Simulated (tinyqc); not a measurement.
Changing the roughness sigma: sputter depth profiling of a dopant layer: erosion rate, quantification and the mixing-roughness response. Computed by tinyqc, a small Python program. Command: `OMP_NUM_THREADS=1 python tinyqc.py 3006603 3006604 out.jsonl sims sweep`. One thread of a shared host (Intel(R) Xeon(R) Processor @ 2.30GHz), about 0.03 s of CPU time with the checks.

A rastered ion beam erodes silicon (49.94 atoms per nm^3). The measured profile is the true one convolved with a depth response.

Inputs (values chosen for the exercise, modelled on a dopant in silicon under an oxygen or caesium beam):
```
quantity                               value    unit
beam energy E                           0.55     keV
beam current                              57      nA
raster side                              300      um
sputter yield at 1 keV                  0.92       -
mixing length at 1 keV                   1.4      nm
depth of the layer z0                     17      nm
sheet density Q                      1.7e+14  1/cm^2
relative sensitivity factor RSF      2.2e+21  1/cm^3
matrix count rate                     360000     1/s
background count rate                   0.96     1/s
counting time per point                    1       s
level that defines the junction C_B    2e+16  1/cm^3
```

True profile: delta layer.

Constants: e = 1.602176634e-19 C.

Method:
- Scaling chosen for the exercise: yield Y = Y1 E^0.5, mixing length w = w1 E^0.5 (E in keV).
- Erosion rate = Y I/(e x raster^2 x density); depth step = rate x counting time; concentration = RSF x counts/matrix counts; detection limit = RSF x 3 sqrt(background x time)/(matrix rate x time).
- Mixing alone turns a layer at z0 into (1/w) exp(-(z - z0 + w)/w) for z > z0 - w; roughness adds a Gaussian of width sigma. With x = z - z0 + w: g(x) = (1/(2w)) exp(sigma^2/(2 w^2) - x/w) erfc((sigma/w - x/sigma)/sqrt2), and its integral G(x) = (1/2) erfc(-x/(sigma sqrt2)) - w g(x). Measured: Q g(x), 1 nm = 1e-7 cm.
- Find the maximum, the full width at half maximum and the deep point where the profile falls to C_B; far down, the trailing edge decays by w ln(10) per decade.
- Convolution adds means and variances: the response has mean 0 (shift -w plus exponential mean w) and variance w^2 + sigma^2; a delta layer adds none.

One run for each value; columns: (1) roughness sigma (nm); (2) full width at half maximum (nm); (3) peak concentration (1/cm^3); (4) maximum minus centroid (nm); (5) apparent junction depth (nm):
```
(1)     (2)        (3)      (4)    (5)
0.15  1.072  1.218e+21  -0.7953  27.72
0.24  1.263  1.069e+21  -0.7037  27.74
0.38  1.561  9.005e+20  -0.5938  27.78
0.61  2.060  7.143e+20  -0.4645  27.89
0.98  2.873  5.330e+20  -0.3301  28.17
1.60  4.247  3.700e+20  -0.2043  28.94
2.50  6.269  2.534e+20  -0.1163  30.72
4.00  9.695  1.645e+20  -0.0566  35.22
```

What does the table show, and why?

Over the rows, full width at half maximum (nm) rises from 1.07 to 9.70 (exponent d ln y / d ln x 0.35 between the first rows and 0.93 between the last); peak concentration (1/cm^3) falls from 1.22e21 to 1.65e20 (exponent d ln y / d ln x -0.28 between the first rows and -0.92 between the last); maximum minus centroid (nm) rises from -0.795 to -0.0566 (exponent d ln y / d ln x -0.26 between the first rows and -1.5 between the last). Roughness broadens both edges and makes the response more symmetric; far down the tail the slope stays w ln(10).

Extremes, crossings and ranges named in words are read from the listed rows.
